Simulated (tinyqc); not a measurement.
# Depletion depth for a wanted scale length

Question. A single-gate structure has eps_r tan(pi ti/Lambda) + ei tan(pi ts/Lambda) = 0 for its lowest mode, with both thicknesses below Lambda. Find ts.

Inputs (values chosen for the exercise); permittivities: semiconductor close to that of In0.53Ga0.47As, insulator close to that of hafnium oxide:
```
symbol  value  unit                                     meaning
eps_r    13.8        relative permittivity of the semiconductor
ei       22.5            relative permittivity of the insulator
ti        4.2    nm                         insulator thickness
```

Lambda = 22.766547 nm

Solution. The condition is explicit in ts: an arctangent, taken between 0 and pi.

ts = 20.00 nm

tinyqc, about 0.01 s, one thread, Intel Xeon 2.30GHz (shared host): `OMP_NUM_THREADS=1 python tinyqc.py 2420032 2420033 out.jsonl`
